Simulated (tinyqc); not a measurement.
Charge pumping in an n-channel transistor: effect of temperature.

The gate is pulsed from accumulation to inversion and back. Energies E are counted from the intrinsic level; Dit(E) = D0 [1 + b (2 E/Eg)^2]. During each edge the traps near the bands emit their carriers, and those between Eh and Ee recombine once a cycle.

Nc and Nv are given at 300 K and scale as T^1.5, vth as T^0.5; Eg and the cross-sections are held. ni = sqrt(Nc Nv) exp(-Eg/(2 Vt)), Eg in volts; emission times te = (dV/Va) tf and th = (dV/Va) tr; Ee = -Vt ln(vth sn ni te), Eh = +Vt ln(vth sp ni th). Nit = integral of Dit from Eh to Ee = D0 [Ee - Eh + 4 b (Ee^3 - Eh^3)/(3 Eg^2)], Qcp = q A Nit, Icp = f Qcp.

Parameters, values chosen for the exercise; band and dielectric values close to those of silicon: band gap Eg = 1.11 eV; conduction-band density of states at 300 K Nc = 2.79e19 cm^-3; valence-band density of states at 300 K Nv = 2.7e19 cm^-3; gate area A = 4.7 um^2; trap density at midgap D0 = 1.3e10 cm^-2 eV^-1; rise of the trap density towards the band edges b = 0; cross-section for electrons sn = 9.7e-16 cm^2; cross-section for holes sp = 1.1e-16 cm^2; thermal velocity at 300 K, one nominal value for electrons and holes vth = 1.3e7 cm/s; Vth - Vfb dV = 0.93 V; pulse height Va = 1.8 V; frequency f = 97000 Hz; rise time tr = 860 ns; fall time tf = 450 ns.

Constants: q = 1.602176634e-19 C, kB = 1.380649e-23 J/K, Vt = kB T/q. Results are converted to the units shown.

Result of one run:

| Ee (eV) | Eh (eV) | Nit (cm^-2) | Icp (pA) |
|---|---|---|---|
| 0.39564 | -0.41936 | 1.0595e10 | 7.7389 |

Which temperature T gave this result: 180, 220, 300, 340 or 420 K?

T = 180 K.

The whole series:

| T (K) | Ee (eV) | Eh (eV) | Nit (cm^-2) | Icp (pA) |
|---|---|---|---|---|
| 180 | 0.39564 | -0.41936 | 1.0595e10 | 7.7389 |
| 220 | 0.35262 | -0.38161 | 9.5449e9 | 6.9719 |
| 260 | 0.30833 | -0.34259 | 8.4621e9 | 6.1810 |
| 300 | 0.26299 | -0.30252 | 7.3515e9 | 5.3698 |
| 340 | 0.21672 | -0.26152 | 6.2170e9 | 4.5411 |
| 380 | 0.16963 | -0.21971 | 5.0614e9 | 3.6970 |
| 420 | 0.12182 | -0.17717 | 3.8869e9 | 2.8391 |

The window Ee - Eh shrinks from 0.815 to 0.299 eV, since emission is faster when hot, and Icp falls from 7.74 to 2.84 pA.

Range of the model: The Fermi levels of inversion and accumulation are taken to lie beyond Ee and Eh, the flat tops to fill all traps, and no geometric current is added.

Computed by the program tinyqc: `OMP_NUM_THREADS=1 python tinyqc.py 2030064 2030065 out.jsonl`, one thread of a shared Intel Xeon 2.30GHz, about 0.01 s for the whole run.
